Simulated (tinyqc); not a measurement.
Jacobi rotations on a symmetric matrix, step by step. Computed by tinyqc, a small Python program that keeps every step. Settings: method = jacobi. Command: `OMP_NUM_THREADS=1 python tinyqc.py 23878 23879 out.jsonl` (the two numbers bound the seeds that draw the settings). One thread of a shared host (Intel(R) Xeon(R) Processor @ 2.60GHz), about 0.01 s of CPU time with the checks.

## Jacobi rotation 1

A, lower triangle:
```
         1        2        3
1  0.39300
2  0.15200  0.72700
3  0.09600  0.27400  1.52600
```

Take the largest off-diagonal element A_pq; tan 2 theta = 2 A_pq / (A_qq - A_pp) with |theta| <= pi/4; A' = J^T A J with J_pp = J_qq = cos, J_pq = sin, J_qp = -sin.

p, q, theta (rad): 2.00000  3.00000  0.30059

A', lower triangle:
```
         1        2        3
1  0.39300
2  0.11676  0.64207
3  0.13670  0.00000  1.61093
```

## Jacobi rotation 2

As before.

p, q, theta (rad): 1.00000  3.00000  0.11041

A', lower triangle:
```
         1        2        3
1  0.37785
2  0.11605  0.64207
3  0.00000  0.01287  1.62609
```

## All rotations

The off-diagonal norm falls at every rotation.

Rotations:
```
step  p  q      theta  off-diagonal norm
1     2  3    0.30059           2.54e-01
2     1  3    0.11041           1.65e-01
3     1  2    0.36039           1.82e-02
4     2  3    0.01280           6.42e-03
5     1  3   -0.00351           8.21e-05
6     1  2    0.00017           2.88e-07
7     2  3  -2.17e-07           4.76e-11
```

eigenvalues: 0.33410  0.68564  1.62626
